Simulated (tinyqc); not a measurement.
The gap of an alloy series: thresholds of impact ionisation and Auger recombination from band masses.

Parabolic bands, no phonon. At threshold the three slow carriers share one velocity. With M their total mass and m4 the mass of the fast carrier, the fast carrier has the kinetic energy E_T = G M/(M - m4) and the slow ones together E_a = G m4/(M - m4), the activation energy of the Auger rate. CCCH (fast electron): G = Eg, M = 2 me + mh, m4 = me. CHHS (hole into the split-off band): G = Eg - Dso, M = 2 mh + me, m4 = ms; this form holds for Eg > Dso (below, the process needs about Dso - Eg and is marked by a dash). CHHL (hole into the light band): G = Eg, M = 2 mh + me, m4 = ml. CHHH (fast heavy hole): G = Eg, M = 2 mh + me, m4 = mh.

Non-parabolic fast electron: E (1 + alpha E) = c k^2/me with alpha = (1 - me)^2/Eg; the slow carriers stay parabolic, so E_T = Eg + me E_T (1 + alpha E_T)/M, M = 2 me + mh (the root between Eg and 1.9 Eg).

Constants: kB = 8.617333262e-05 eV/K; hc = 1239.841984 eV nm.

Values chosen for the exercise (near those of InAs, gap at low temperature and not tied to T; not measured data): Eg = 0.421 eV (gap at Gamma to the s-like level); Dso = 0.385 eV (spin-orbit splitting); me = 0.0253 m0 (electron mass at Gamma); mh = 0.41 m0 (heavy-hole mass); ms = 0.137 m0 (split-off mass); ml = 0.027 m0 (light-hole mass); T = 250 K (temperature).

Eg is varied with me and ml proportional to it; mh, ms and Dso are kept. E_a of three processes; wavelength hc/Eg.

Results:
```
Eg (eV)  wavelength (micrometre)      me  CCCH (meV)  CCCH non-parabolic (meV)  CHHS (meV)  CHHL (meV)  log10 exp(-E_a/kT), non-parabolic
0.126                       9.84  0.0076         2.3                       4.7           -         1.2                              -0.09
0.210                       5.90  0.0126         6.3                      13.2           -         3.5                              -0.27
0.316                       3.92  0.0190        14.0                      30.1           -         7.8                              -0.61
0.421                       2.94  0.0253        24.5                      54.1         7.0        13.9                              -1.09
0.526                       2.36  0.0316        37.7                      85.3        27.0        21.7                              -1.72
0.674                       1.84  0.0405        60.6                     142.5        54.7        35.6                              -2.87
0.842                       1.47  0.0506        92.5                     226.9        85.3        55.7                              -4.57
```

How do the results move, and what explains it?

E_a of CCCH goes nearly as Eg^2 (power 1.95 over the table), as both G and me grow; the non-parabolic value goes with the power 2.04, and its Boltzmann factor spans 4.5 decades; rows with E_a far above kT are formal, since phonon-assisted processes and side valleys rule there. CHHS is resonant at Eg = Dso = 0.385 eV, with no activation, and is the easiest process near there; it has the lowest E_a of the parabolic values for Eg = 0.421 eV.

Computed by tinyqc, a small Python program: `OMP_NUM_THREADS=1 python tinyqc.py 1850611 1850612 out.jsonl` (the numbers bound the seed that draws the inputs); one thread of a shared host (Intel(R) Xeon(R) Processor @ 2.30GHz), about 0.01 s for the whole set of steps.
